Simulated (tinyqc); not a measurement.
# Input admittance of a MOSFET at zero drain bias: distributed channel and distributed gate: effects of single changes

Source and drain grounded, strong inversion, w = 2 pi f, Cox = eps0 eox/tox. The channel is an RC line of resistance 1/(mu Cox Vo) per square fed from both ends, so one finger has the intrinsic admittance y = i w Cox L tanh(g)/g per width, g = (1/2) sqrt(i w tau), tau = L^2/(mu Vo). The vertical resistance rv/L is in series with y, the overlaps 2 i w Cov in parallel: y_t = 1/(1/y + rv/L) + 2 i w Cov. The gate strip is a line of Rsh/L per length loaded by y_t, so a finger has Y = y_t Wf tanh(k)/k, k = (Wf/sd) sqrt(y_t Rsh/L); the device has Nf Y.

Parameters, values chosen for the exercise; values of the order met in silicon radio-frequency transistors: relative permittivity of the gate insulator (close to silicon nitride) eox = 7.53; insulator thickness tox = 12 nm; channel length L = 0.65 um; finger width Wf = 0.66 um; number of fingers Nf = 16; channel mobility mu = 120 cm^2/(V s); gate overdrive Vo = 0.34 V; sheet resistance of the gate Rsh = 39 ohm/square; vertical resistivity of the gate stack rv = 0 ohm um^2; number of ends at which a finger is contacted sd = 1; overlap and fringe capacitance on each side Cov = 0.33 fF/um; frequency f = 4.3 GHz.

Constants: eps0 = 8.8541878128e-14 F/cm where lengths are in cm. Results are converted to the units shown.

Each table varies one quantity; the others keep the values above.

## Input impedance against frequency

Low-frequency limits, with c = Cox L and ct = c + 2 Cov: R_strip = Rsh Wf/(3 sd^2 L Nf), R_ch = (c/ct)^2 L/(12 mu Cox Vo Wf Nf), R_vert = (c/ct)^2 rv/(L Wf Nf), C = ct Wf Nf. Z = 1/(Nf Y) = R + 1/(i w C), Q = |Im Z|/R, far-point signal |1/cosh k|.

The same in every row: low-frequency R (ohm) = 162.58.

Results:
```
f (GHz)     w tau        |k|  R (ohm)  C (fF)       Q  signal at the far point
0.04     0.026026  0.0052969   162.58  45.106  542.58                   1.0000
0.1      0.065065  0.0083751   162.58  45.106  217.03                   1.0000
0.3       0.19519   0.014505   162.57  45.102  72.352                   1.0000
0.9       0.58558   0.025106   162.52  45.074  24.140                  0.99999
2          1.3013   0.037312   162.31  44.948  10.908                  0.99994
20         13.013   0.096185   139.97  34.827  1.6325                  0.99759
50         32.532    0.12201   87.070  22.394  1.6325                  0.99614
100        65.065    0.15346   47.135  16.870  2.0015                  0.99480
```

Estimate the missing row, f = 6 GHz.

Computed row:
```
f (GHz)   w tau       |k|  R (ohm)  C (fF)       Q  signal at the far point
6        3.9039  0.062828   160.18  43.742  3.7859                  0.99950
```

With this row back in the table: R falls from 163 to 47.1 ohm and C falls from 45.1 to 16.9 fF. Q goes as f^(-1.00) between the first two rows and f^(0.29) between the last two, where w tau = 65.1 and |k| = 0.153. The low-frequency limits hold both R and C within 5 % up to f = 6 GHz among the rows.

## Effect of the channel length

Same model as above.

Result of one run:
```
L (um)    w tau      |k|  R (ohm)  low-frequency R (ohm)  C (fF)      Q  signal at the far point
0.11    0.08013  0.07283    13.73                  13.73   13.42  200.9                    1.000
```

What becomes of these results when the channel length L is changed from 0.11 to 0.03 um, all else the same?

Result of the changed run:
```
L (um)     w tau     |k|  R (ohm)  low-frequency R (ohm)  C (fF)      Q  signal at the far point
0.03    0.005960  0.1125    18.30                  18.30   8.730  231.7                    1.000
```

The whole series:
```
L (um)     w tau      |k|  R (ohm)  low-frequency R (ohm)  C (fF)      Q  signal at the far point
0.03    0.005960   0.1125    18.30                  18.30   8.730  231.7                    1.000
0.058    0.02228  0.08817    11.42                  11.42   10.37  312.5                    1.000
0.11     0.08013  0.07283    13.73                  13.73   13.42  200.9                    1.000
0.22      0.3205  0.06265    34.73                  34.73   19.87  53.64                    1.000
0.42       1.168  0.05703    89.96                  90.12   31.51  13.06                   0.9999
0.8        4.238  0.05211    208.6                  211.8   52.08  3.408                   0.9996
1.6        16.95  0.03899    413.4                  483.0   71.65  1.249                   0.9995
3          59.60  0.02704    468.8                  966.5   65.63  1.203                   0.9998
```

As L goes from 0.03 to 3, R goes from 18.3 through a minimum of 11.4 (at L = 0.058 among the rows listed) to 469 ohm, C goes from 8.73 through a maximum of 71.6 (at L = 1.6 among the rows listed) to 65.6 fF and Q goes from 232 through a maximum of 312 (at L = 0.058 among the rows listed) to 1.20. R_strip falls as 1/L while R_ch grows with L, which gives the minimum of R.

Numbers from tinyqc (`OMP_NUM_THREADS=1 python tinyqc.py 2262125 2262126 out.jsonl`; about 0.01 s on one thread of a shared Intel Xeon 2.30GHz).
